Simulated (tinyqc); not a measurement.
# From <m> back to coupling J

Model: q-state Potts model on a small periodic square lattice: enumeration, Metropolis, heat-bath and Wolff steps. Computed by tinyqc, a small Python program. Command: `OMP_NUM_THREADS=1 python tinyqc.py 3112133 3112134 out.jsonl potts inv`. One thread of a shared host (Intel(R) Xeon(R) Processor @ 2.30GHz), about 0.01 s of CPU time with the checks.

E = -J x (number of nearest-neighbour bonds with equal states); n x n sites with periodic edges have 2 n^2 bonds. Order parameter m = (q f - 1)/(q - 1), f being the largest share of one state. Sites are numbered row by row from 0. Here q = 2 and n = 4.

Inputs (values chosen for the exercise, for a model of domains or grain orientations): number of states q = 2; edge n = 4; temperature T = 745 K.

Constants: k_B = 8.617333262e-05 eV/K.

Method:
- K = J/(k_B T); the infinite square lattice orders at K_c = ln(1 + sqrt(q)); Wolff bond probability p = 1 - exp(-K).
- All q^(n^2) states are counted by their number b of equal bonds; weights g(b) exp(K b), K = J/(k_B T). Per site: u = -J <b>/n^2, c/k_B = K^2 (<b^2> - <b>^2)/n^2.
- The same sums with m: <m> and the Binder ratio U = 1 - <m^4>/(3 <m^2>^2).

Question. A run gave the result below. Find the coupling J, known to lie between 35 and 95 meV.

<m> = 0.9349796

Answer.

Each step takes the trial c = (a f_b - b f_a)/(f_b - f_a), f being the result less the target and a, b, c the logarithms of the listed values; c replaces end b, the old b replaces a if the sign of f changed, and otherwise f_a is halved.

Scan of the range:
```
coupling J (meV)       <m>
35.0              0.460976
41.3              0.572143
48.8              0.718550
57.7              0.857776
68.1              0.942335
80.4              0.979293
95.0              0.993089
```

False position (Illinois rule, in the logarithm of the input) inside the bracket:
```
step    end a    end b    trial       <m>
1     57.7000  68.1000  67.1254  0.937237
2     57.7000  67.1254  66.5667  0.934104
3     67.1254  66.5667  66.7223  0.934993
4     66.5667  66.7223  66.7200  0.934980
5     66.5667  66.7200  66.7200  0.934980
6     66.7200  66.7200  66.7200  0.934980
```

<m> rises at every point of a 13-point scan of the range (every second point is shown), so one value fits; it is bracketed by 57.7 and 68.1. Answer: coupling J = 66.72 meV.
